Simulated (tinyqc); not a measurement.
X-ray reflectivity of a thin film on silicon: critical angles, Parratt recursion, fringes and roughness: one step, computed by the program tinyqc. Command: `OMP_NUM_THREADS=1 python tinyqc.py 3120045 3120046 out.jsonl xrr walk`. One thread of a shared host (Intel(R) Xeon(R) Processor @ 2.30GHz), about 0.01 s of CPU time with the checks.

n = 1 - delta + i beta; the classical electron radius is r_e = 2.8179403e-6 nm. Layer 0 is vacuum, 1 the film, 2 the substrate.

Problem. Optical constants. delta = r_e lambda^2 rho_e/(2 pi), rho_e = density x electrons per mass x N_A; critical angle sqrt(2 delta), q_c = 4 sqrt(pi r_e rho_e).

Inputs (values chosen for the exercise, modelled on TaN on silicon, copper K-alpha radiation): wavelength lambda = 0.15406 nm; film density rho = 15.3 g/cm^3; effective electrons per unit mass, film = 0.414 mol/g; beta/delta, film = 0.084; substrate density = 2.33 g/cm^3; effective electrons per unit mass, substrate = 0.507 mol/g; beta/delta, substrate = 0.023.

Constants: N_A = 6.02214076e+23 1/mol.

Give: the table «Constants» with the columns rho_e (1/nm^3), delta, beta, critical angle (degrees), q_c (1/nm), for layer = film, substrate.

Solution.

Constants:
```
layer      rho_e (1/nm^3)      delta       beta  critical angle (degrees)  q_c (1/nm)
film                 3815  4.060e-05  3.411e-06                    0.5163      0.7351
substrate             711  7.573e-06  1.742e-07                    0.2230      0.3174
```
